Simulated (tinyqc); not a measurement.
Off-state leakage of single and stacked transistors: two steps of the calculation.

n-channel devices of unit width. Subthreshold current I(Vg, Vs, Vd) = I0 (T/300 K)^0.5 exp[(Vg - Vs - VT(T) - gb (Vs - Vb) + dd (Vd - Vs))/(nf Vt)] (1 - exp(-(Vd - Vs)/Vt)), VT(T) = VT - cT (T - 300 K). Gate-edge tunnelling Ig (Vd/1 V) exp(ag (Vd - 1 V)), for a gate at 0 V, and band-to-band leakage Ab u exp(-Bb/u), u = Vd - Vb + 1 V, flow at a drain held at V; both are taken as independent of T. In a stack of off transistors (all gates at 0 V) the same subthreshold current passes through each.

Inputs (values chosen for the exercise); values of the order met in bulk silicon logic transistors:
- T = 300 K (temperature)
- V = 1.1 V (supply voltage)
- VT = 0.47 V (threshold at 300 K, zero drain and body bias)
- cT = 0.8 mV/K (fall of the threshold with temperature)
- I0 = 0.12 uA/um (current at threshold at 300 K)
- nf = 1.22 (slope factor)
- dd = 0.14 (drain-induced lowering per volt)
- gb = 0.08 (rise of the threshold per volt of source-body bias)
- Ig = 2e-5 uA/um (gate-edge tunnelling current at 1 V)
- ag = 3.1 1/V (exponential slope of the gate current)
- Ab = 3 uA/(um V) (prefactor of band-to-band leakage at the drain)
- Bb = 29 V (its exponential voltage)
- Vb = 0 V (body voltage)

Constants: q = 1.602176634e-19 C, kB = 1.380649e-23 J/K, Vt = kB T/q. Results are converted to the units shown.

Task 1. Leakage of one transistor. Vg = Vs = 0, Vd = V; effective threshold VT(T) - gb Vb - dd V.

Find: effective threshold; parts; total; shares.

Result 1.

effective threshold = 0.31600 V
parts (nA/um): subthreshold 0.0053444, gate edge 0.029995, band-to-band 0.0063378
total = 0.041678 nA/um
shares (%): subthreshold 12.823, gate edge 71.970, band-to-band 15.207

The gate edge part is the largest.

Task 2. New Vx. Stack of two, Vx the node between them: I_low = I(0, 0, Vx), I_up = I(0, Vx, V), f = ln(I_up/I_low), f' = -(1 + gb + 2 dd)/(nf Vt) - 1/(Vt (exp(Vx/Vt) - 1)) - 1/(Vt (exp((V - Vx)/Vt) - 1)), Vx(new) = Vx - f/f'.

Vx at the start = 0.113 V

Find: I_low; I_up; f; f'; Vx after iteration 1.

Result 2.

I_low = 6.6016e-5 nA/um
I_up = 6.7543e-5 nA/um
f = 0.022865
f' = -43.616 1/V
Vx after iteration 1 = 0.11352 V

tinyqc, about 0.03 s, one thread, Intel Xeon 2.30GHz (shared host): `OMP_NUM_THREADS=1 python tinyqc.py 2242019 2242020 out.jsonl`
